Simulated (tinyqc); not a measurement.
Semiconducting tubes compared: carbon nanotube by zone folding.

Circumference C = n a1 + m a2, a = sqrt3 acc; d = a sqrt(n^2 + nm + m^2)/pi; tan(theta) = sqrt3 m/(2n + m); dR = gcd(2n + m, 2m + n); T = t1 a1 + t2 a2 with t1 = (2m + n)/dR, t2 = -(2n + m)/dR, |T| = sqrt3 pi d/dR; N = 2 (n^2 + nm + m^2)/dR hexagons a cell. On cutting line mu = 0 to N - 1 at x = k|T|/(2 pi) the phases are p1 = 2 pi (-t2 mu + m x)/N, p2 = 2 pi (t1 mu - n x)/N, and E = -/+ t |1 + exp(i p1) + exp(i p2)|.

Parameters, chosen for this exercise (out of a larger set: near those used for carbon; not measured data): t = 2.93 eV (hopping); acc = 1.44 angstrom (bond length); tubes = ((11, 4), (8, 4), (7, 5), (11, 10), (15, 11), (6, 1), (12, 5)) (pairs (n, m)).

E11 and E22 are twice the two lowest band edges; the cone gives E11 d = 2 t acc and E22/E11 = 2.

Tubes:

| (n,m) | d (angstrom) | theta (deg) | (n - m) mod 3 | E11 (eV) | E22 (eV) | E11 d/(2 t acc) | E22/E11 |
|---|---|---|---|---|---|---|---|
| (11,4) | 10.68 | 14.9 | 1 | 0.7759 | 1.6163 | 0.982 | 2.083 |
| (8,4) | 8.40 | 19.1 | 1 | 0.9851 | 2.0349 | 0.981 | 2.066 |
| (7,5) | 8.29 | 24.5 | 2 | 1.0214 | 1.9663 | 1.003 | 1.925 |
| (11,10) | 14.44 | 28.4 | 1 | 0.5825 | 1.1639 | 0.997 | 1.998 |
| (15,11) | 17.95 | 24.9 | 1 | 0.4681 | 0.9430 | 0.995 | 2.015 |
| (6,1) | 5.21 | 7.6 | 2 | 1.6800 | 2.9024 | 1.036 | 1.728 |
| (12,5) | 12.01 | 16.6 | 1 | 0.6922 | 1.4302 | 0.985 | 2.066 |

What can be read from this table?

E11 follows 1/d first. For mod 1 the scaled E11 lies below one (0.981 to 0.997) and E22/E11 on both sides of two (1.998 to 2.083). For mod 2 the scaled E11 lies above one (1.003 to 1.036) and E22/E11 below two (1.728 to 1.925). The largest departure of the scaled E11 is that of (6,1); warping acts as cos(3 theta)/d, most for thin tubes near zigzag. Below about 8 angstrom curvature, left out of zone folding, changes the gaps further.

tinyqc: `OMP_NUM_THREADS=1 python tinyqc.py 1480524 1480525 out.jsonl`; about 0.02 s, one thread, shared Intel(R) Xeon(R) Processor @ 2.30GHz.
